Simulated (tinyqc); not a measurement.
# Shallow acceptor in the spherical model (Baldereschi-Lipari), strong spin-orbit limit, step by step

A worked calculation. Computed by tinyqc, a small Python program that keeps every step. Command: `OMP_NUM_THREADS=1 python tinyqc.py 3000936 3000937 out.jsonl acceptor walk`. One thread of a shared host (Intel(R) Xeon(R) Processor @ 2.30GHz), about 0.01 s of CPU time with the checks. Intermediate numbers are printed to about 6 digits and carried at full precision; extremes and crossings named in words are read from the listed rows.

The 1S(3/2) state has an s envelope f(r) and a d envelope g(r). In effective units they obey -(f'' + 2f'/r + 2f/r) + mu (g'' + 5g'/r + 3g/r^2) = E f and -(g'' + 2g'/r - 6g/r^2 + 2g/r) + mu (f'' - f'/r) = E g. The cubic term, the split-off band and the central cell are left out.

Inputs (values chosen for the exercise, modelled on CdTe):

| quantity | value | unit |
|---|---|---|
| Luttinger gamma_1 | 4.16 | - |
| Luttinger gamma_2 | 1.06 | - |
| Luttinger gamma_3 | 1.59 | - |
| dielectric constant eps | 10.3 | - |
| functions per channel n | 3 | - |
| smallest exponent zeta_1 | 0.95 | 1/a* |
| ratio beta of exponents | 1.9 | - |

Constants: Ry = 13.605693123 eV; a_0 = 0.529177210903 angstrom.

## Effective units and couplings

Ry* = Ry/(gamma_1 eps^2), a* = a_0 eps gamma_1, mu = (6 gamma_3 + 4 gamma_2)/(5 gamma_1), delta = (gamma_3 - gamma_2)/gamma_1; spherical masses 1/(gamma_1 (1 - mu)) (heavy) and 1/(gamma_1 (1 + mu)) (light).

Ry* = 30.8285 meV

a* = 22.6742 angstrom

mu = 0.6625

delta = 0.127404

heavy-hole mass = 0.712251 m_0

light-hole mass = 0.144592 m_0

## Matrices in a small basis

zeta_i = zeta_1 beta^(i-1), i = 1..n, in both channels. Basis: f_i = exp(-zeta_i r), g_i = r exp(-zeta_i r), weight r^2 dr, s = zeta_i + zeta_j. S_ff = 2/s^3, H_ff = zeta_i zeta_j S_ff - 2/s^2; S_gg = 24/s^5, H_gg = 8/s^3 + 24 zeta_i zeta_j/s^5 - 12/s^4; H(f_i, g_j) = mu (6 zeta_i^2/s^4 + 2 zeta_i/s^3); S_fg = 0. Each function is normalised by sqrt(S_ii).

H (Ry*), lower triangle (symmetric):
```
           f1         f2       f3       g1       g2       g3
f1    -0.9975
f2  -0.893643  -0.351975
f3  -0.628113   0.821050  4.90247
g1   0.863003    1.67091  2.33762  1.15583
g2    1.14632    3.11544  6.03198  2.22593  5.79706
g3    1.15216    4.13822  11.2467  2.83953  9.86425  24.0139
```

S, lower triangle (symmetric):
```
         f1       f2       f3       g1       g2       g3
f1  1.00000
f2  0.85907  1.00000
f3  0.56008  0.85907  1.00000
g1  0.00000  0.00000  0.00000  1.00000
g2  0.00000  0.00000  0.00000  0.77633  1.00000
g3  0.00000  0.00000  0.00000  0.38055  0.77633  1.00000
```

## Lowest level in the small basis

H c = E S c with c^T S c = 1 and the largest component positive; the d weight is the part of the norm in g.

E = -1.69551 Ry*

coefficients: f1 0.019000, f2 0.816739, f3 0.073545, g1 -0.095012, g2 -0.371917, g3 0.010130

d weight = 0.195736

## Converged levels

Large basis: zeta_i = 0.08 x 1.55^(i-1), i = 1..20 in each channel; overlap eigenvalues below 1e-11 are dropped. Binding energies are -E Ry*; the mass that fits is E(1S) eps^2/Ry.

1S(3/2) binding in Ry* = 1.69840

1S(3/2) binding energy = 52.3591 meV

2S(3/2) binding energy = 15.1282 meV

d weight of 1S(3/2) = 0.198321

Hydrogenic mass that fits = 0.408269 m_0

The small basis recovers 99.8 % of the binding. The ratio 2S/1S is 0.289 against the hydrogenic 0.25. The fitted mass is 57 % of the heavy-hole mass.

## One mass for the acceptor?

Hydrogenic binding Ry m/eps^2; the density-of-states mass is (m_H^(3/2) + m_L^(3/2))^(2/3); errors are against the large basis.

1S binding energy:

| mass | value (m_0) | binding (meV) | error (%) |
|---|---|---|---|
| light hole | 0.144592 | 18.5435 | -64.5840 |
| 1/gamma_1 | 0.240385 | 30.8285 | -41.1210 |
| mean of heavy and light | 0.428421 | 54.9436 | 4.9362 |
| heavy hole | 0.712251 | 91.3438 | 74.4564 |
| density of states | 0.755046 | 96.8322 | 84.9385 |

The coupled result, 52.36 meV, lies between the 1/gamma_1 value (no coupling) and the heavy-hole value; the closest single rule here is "mean of heavy and light", off by +4.9 %.

## Binding against mu

The formulas are those given above.

1S(3/2):

| mu | binding (Ry*) | d weight | binding x (1 - mu) |
|---|---|---|---|
| 0.10 | 1.00907 | 0.004236 | 0.908167 |
| 0.20 | 1.03742 | 0.017022 | 0.829937 |
| 0.40 | 1.17081 | 0.069322 | 0.702486 |
| 0.50 | 1.29854 | 0.109789 | 0.649270 |
| 0.66 | 1.68912 | 0.196728 | 0.574300 |
| 0.80 | 2.58020 | 0.298280 | 0.516040 |
| 0.90 | 4.76833 | 0.388180 | 0.476833 |
| 0.95 | 9.14465 | 0.440016 | 0.457233 |

The binding grows from 1.009 to 9.14 Ry*, slowly at first (second order in mu), while the d weight rises to 0.44. The last column, the binding in units of the heavy-hole Rydberg, falls to 0.457, towards about 0.44 as mu tends to 1.

Checks made by the program: mu = 0 against hydrogen, 1 and 1/4 (relative difference 4e-06); the coupling element from the adjoint operator (relative difference below 1e-10).
